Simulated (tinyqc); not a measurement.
Orbital energy against energy difference: ionisation energy by orbital energies and by energy differences in the 6-31g* basis, for H4, spin multiplicity 1. Computed by the program tinyqc with PySCF. 

Geometry (angstrom):
```
atom,x,y,z
H,0.0000,0.0000,0.0000
H,0.0000,0.0000,0.8090
H,0.0000,0.0000,1.7730
H,0.0000,0.0000,2.5820
```

CCSD(T) difference in the same basis = 12.7065 eV

IP-EOM-CCSD = 12.7173 eV

The cation is unrestricted; errors are against CCSD(T) in this basis, not against experiment.

First vertical ionisation energy (eV):
```
method,-e(HOMO),E(cation) - E,error of -e(HOMO),error of the difference
HF,12.8926,12.148451,0.1862,-0.5580
LDA,7.9530,12.585515,-4.7535,-0.1210
PBE,8.0467,12.646707,-4.6598,-0.0598
B3LYP,9.2643,12.874734,-3.4421,0.1683
PBE0,9.4381,12.759382,-3.2684,0.0529
CAM-B3LYP,10.8522,12.838907,-1.8543,0.1324
LC-wPBE,12.2500,12.875999,-0.4565,0.1695
```

Koopmans errs by +0.19 eV and Delta-HF by -0.56 eV: relaxation, 0.74 eV, lowers the value and the missing correlation difference works against it. The PBE level is off by -4.7 eV through the wrong tail of its potential, though its energy difference is off by -0.06 eV; exact exchange deepens the level, and among the orbital energies HF comes closest; among the differences PBE0 does.
